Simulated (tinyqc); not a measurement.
Berg model of reactive sputtering of a nitride or oxide: poisoning, hysteresis and pumping speed: one step, computed by the program tinyqc. Command: `OMP_NUM_THREADS=1 python tinyqc.py 3030308 3030309 out.jsonl berg walk`. One thread of a shared host (Intel(R) Xeon(R) Processor @ 2.30GHz), about 0.08 s of CPU time with the checks.

A diatomic gas reacts with bare metal on the target and on the collecting surfaces; ions remove metal and compound from the target. theta_t and theta_c are the compound fractions.

Task: Steady state at the pressure P. Ion flux j = J/e; gas flux F = P/sqrt(2 pi M k_B T). Target: (2/z) alpha F (1 - theta_t) = j Y_c theta_t. Sputtered flows F_c = j Y_c theta_t A_t, F_m = j Y_m (1 - theta_t) A_t. Collector: (2/z) alpha F (1 - theta_c) A_c + F_c (1 - theta_c) = F_m theta_c. Gas use Q = alpha F [(1 - theta_t) A_t + (1 - theta_c) A_c] + P S/(k_B T); 1 sccm = 4.4780e17 molecules/s. Rate R = F_m + F_c, given relative to j Y_m A_t.

Inputs (values chosen for the exercise, close to those used for titanium nitride):

| quantity | value | unit |
|---|---|---|
| ion current density J | 42 | mA/cm^2 |
| target area A_t | 84 | cm^2 |
| collecting area A_c | 1800 | cm^2 |
| metal yield Y_m | 0.51 | - |
| compound yield Y_c | 0.13 | - |
| sticking coefficient alpha | 0.82 | - |
| reactive atoms per metal atom z | 1 | - |
| gas mass M | 28 | u |
| pumping speed S | 260 | l/s |
| gas temperature T | 300 | K |
| reactive partial pressure P | 0.017 | Pa |

Constants: e = 1.602176634e-19 C; u = 1.6605390666e-27 kg; k_B = 1.380649e-23 J/K.

Give: ion flux j; gas flux F; theta_t; theta_c; gas use; total flow Q; rate relative to clean metal.

Result:

ion flux j = 2.621e+17 1/(cm^2 s)

gas flux F = 4.887e+16 1/(cm^2 s)

theta_t = 0.7017

theta_c = 0.9776

gas use (sccm): target 2.243, collector 3.607, pump 2.383

total flow Q = 8.233 sccm

rate relative to clean metal = 0.4772

The target is partly covered. The film is 97.8 % compound.
